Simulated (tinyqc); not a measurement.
Permittivity of the insulator from five potentials.

Problem. A node lies on a semiconductor-insulator interface. Steps: hs = tb/3 down into the semiconductor, ho = tox/2 up into the insulator, hy = L/6 sideways. The flux balance of its box reads eox (hy/ho)(above - node) + eps_r (hy/hs)(below - node) + [(eps_r hs + eox ho)/(2 hy)](left + right - 2 node) - q Na (hs/2) hy/eps0 = 0. Find eox.

Values chosen for this exercise; semiconductor permittivity made up:
- eps_r = 13.1 (relative permittivity of the semiconductor)
- tb = 3 nm (half the body thickness)
- tox = 3 nm (insulator thickness)
- L = 27 nm (channel length)
- Na = 5.2e17 cm^-3 (acceptor density of the depleted body)

Constants: q = 1.602176634e-19 C, eps0 = 8.8541878128e-14 F/cm where lengths are in cm. Results are converted to the units shown.

psi (V): node 0.21332727, above 0.16074344, below 0.23095355, left 0.15382341, right 0.40880058

Solution. The balance is linear in eox.

eox = 9.00

Program tinyqc, `OMP_NUM_THREADS=1 python tinyqc.py 2480137 2480138 out.jsonl`; Intel Xeon 2.30GHz, shared host, one thread, about 0.2 s.
